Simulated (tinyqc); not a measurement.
p-n heterojunction, non-linear Poisson equation by Newton steps, Fermi-Dirac statistics: one step of the calculation.

One dimension, material 1 (p-type) at x < 0 and material 2 (n-type) at x > 0. Band edges: Ec = -psi in material 1 and -psi + dEc in material 2, Ev = Ec - Eg. Flat quasi-Fermi levels: 0 for holes, +V for electrons. n = Nc F((EFn - Ec)/Vt), p = Nv F((Ev - EFp)/Vt), with F(eta) = F_1/2(eta) = (2/sqrt(pi)) int_0^infinity sqrt(u) du/(1 + exp(u - eta)) (Fermi-Dirac statistics); full ionisation, no interface charge, classical densities; the doping types are chosen for the exercise.

Task. Check against the first integral. Exact first integral: on each side D^2/(2 eps0 er) = G, G = q [Vt (nI_j - nI_b) + Vt (pI_j - pI_b) - C (psi_j - psi_b)], with C = -N1 or +N2, b the neutral end of that side, and nI, pI the densities with F_1/2 replaced by F_3/2(eta) = (4/(3 sqrt(pi))) int_0^infinity u^(3/2) du/(1 + exp(u - eta)). D is continuous, so er1 G1(psi_j) = er2 G2(psi_j) fixes psi_j. Ends from Nv1 F((-psi_L - Eg1)/Vt) = N1 and Nc2 F((V + psi_R - dEc)/Vt) = N2. D is counted positive when psi rises towards material 2.

Parameters, values chosen for the exercise; band and dielectric values close to those of InP and In0.53Ga0.47As:
```
symbol    value   unit                                          meaning
T           250      K                                      temperature
Eg1        1.35     eV                           band gap of material 1
er1        12.7                     relative permittivity of material 1
Nc1      4.3e17  cm^-3  conduction-band density of states of material 1
Nv1     8.29e18  cm^-3     valence-band density of states of material 1
Eg2       0.738     eV                           band gap of material 2
er2        13.9                     relative permittivity of material 2
Nc2     1.63e17  cm^-3  conduction-band density of states of material 2
Nv2     5.77e18  cm^-3     valence-band density of states of material 2
dEc       -0.23     eV                 conduction-band offset Ec2 - Ec1
N1       2.5e17  cm^-3                   acceptor density of material 1
N2       1.4e16  cm^-3                      donor density of material 2
V             0      V                    bias of side 1 against side 2
```

Constants: q = 1.602176634e-19 C, kB = 1.380649e-23 J/K, Vt = kB T/q, eps0 = 8.8541878128e-14 F/cm where lengths are in cm. Results are converted to the units shown.

Wanted: psi_j; D; psi_j - psi_L; psi_R - psi_j; Ec1 - EFn at the interface; Ec2 - EFn at the interface.

Result.

psi_j = -0.9538 V
D = 164.2 nC/cm^2
psi_j - psi_L = 0.3210 V
psi_R - psi_j = 0.6716 V
Ec1 - EFn at the interface = 0.9538 eV
Ec2 - EFn at the interface = 0.7238 eV

Material 2 takes 67.7 % of the bending.

Numbers from tinyqc (`OMP_NUM_THREADS=1 python tinyqc.py 2040030 2040031 out.jsonl`; about 0.2 s on one thread of a shared Intel Xeon 2.30GHz).
